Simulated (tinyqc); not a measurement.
Printed widths: electron-beam lithography: double-Gaussian proximity function, edge placement and dose correction for parallel lines. Computed by tinyqc, a small Python program. Command: `OMP_NUM_THREADS=1 python tinyqc.py 3113680 3113681 out.jsonl proximity walk`. One thread of a shared host (Intel(R) Xeon(R) Processor @ 2.30GHz), about 0.01 s of CPU time with the checks.

Lines are infinitely long. Absorbed energy is counted so that the middle of a very large area written at dose 1 receives 1; the resist develops where it exceeds 1/2.

Inputs (values chosen for the exercise, of the order of those for 10 keV electrons in resist on silicon): forward range alpha = 0.023 micrometre; backscatter range beta = 1.2 micrometre; backscatter ratio eta = 0.81.

line widths (micrometre): [0.16, 0.25, 0.054, 0.41]

gaps between the lines (micrometre): [0.099, 0.072, 0.14]

Method:
- The first line starts at x = 0; each next one starts after the width and the gap.
- f(r) = [exp(-r^2/alpha^2)/alpha^2 + eta exp(-r^2/beta^2)/beta^2]/(pi (1 + eta)). A line from a to b at dose d gives E(x) = d [S(alpha) + eta S(beta)]/(1 + eta), S(s) = [erf((b - x)/s) - erf((a - x)/s)]/2.
- M_ij is the mean of E at the two edges of line i from line j at dose 1.
- Uncorrected edge energies are M 1. Solve M d = 1/2 for the doses d that put the mean edge energy of every line at the threshold.
- Edges are the roots of E(x) = 1/2 between a line centre and the middle of the next gap. Three cases: dose 1 everywhere; one common dose equal to the mean of d; the corrected doses.

Lines (micrometre):
```
line  left edge  right edge  centre
1         0.000       0.160   0.080
2         0.259       0.509   0.384
3         0.581       0.635   0.608
4         0.775       1.185   0.980
```

corrected doses: 1 1.21602, 2 1.13408, 3 1.10719, 4 1.16793

Width error, printed less drawn (nm):
```
line  drawn width (nm)   dose 1  mean dose  corrected
1                  160  -12.503    -2.2308   0.005980
2                  250   -9.429     0.6636   0.002699
3                   54   -8.503     1.6244   0.000003
4                  410  -10.648    -0.4934   0.007994
```

What does the comparison show, and why?

With the common mean dose the errors span 3.9 nm. With corrected doses the largest error is below 0.01 nm.

Extremes, crossings and ranges named in words are read from the listed rows.
